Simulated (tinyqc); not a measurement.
## Van der Pauw, Hall and four-point-probe measurements on a doped layer: correction factor against the shape of the sample

A uniform p-type layer with sheet resistance Rs = 1/(q ns mu), point contacts, low field (mu B small).

Rs = 1/(q ns mu). For a rectangle with contacts at the corners, RA = (8 Rs/pi) sum_(k>=0) ln coth((2k + 1) pi a/(2 b)) with current along a short side b and voltage along the opposite one, RB the same with a and b exchanged. ar = a/b. F = Rs/[(pi/ln 2)(RA + RB)/2]; small-asymmetry estimate 1 - (ln 2/2) d^2 - ((ln 2)^2/4 - (ln 2)^3/12) d^4 with d = (RB - RA)/(RB + RA).

Inputs (values chosen for the exercise):

| symbol | value | unit | meaning |
|---|---|---|---|
| ns | 1e13 | cm^-2 | sheet density of the layer |
| mu | 79 | cm^2/(V s) | drift mobility |

Constants: q = 1.602176634e-19 C. Results are converted to the units shown.

Correction factor against the shape of the sample:
```
ar	RA (ohm)	RB (ohm)	RB/RA	F	estimate of F
1	1743	1743	1.000	1.000	1.000
1.34	597.7	3906	6.536	0.7740	0.7861
1.69	199.0	6478	32.55	0.5221	0.6213
2.03	68.38	9100	133.1	0.3803	0.5767
2.37	23.50	1.176e4	500.6	0.2958	0.5653
2.71	8.076	1.444e4	1788	0.2413	0.5623
3.06	2.689	1.720e4	6397	0.2026	0.5614
3.4	0.9242	1.989e4	2.152e4	0.1753	0.5612
```

RB/RA rises from 1.00 to 21500 and F falls from 1.00 to 0.175. The estimate is 19 % above F at a/b = 1.69 and 3.20 times it in the last row. RA shrinks about as exp(-pi a/b): by a factor of 2.91 between the last two rows, against 2.91.

Program tinyqc, `OMP_NUM_THREADS=1 python tinyqc.py 2850165 2850166 out.jsonl`; Intel Xeon 2.30GHz, shared host, one thread, about 0.01 s.
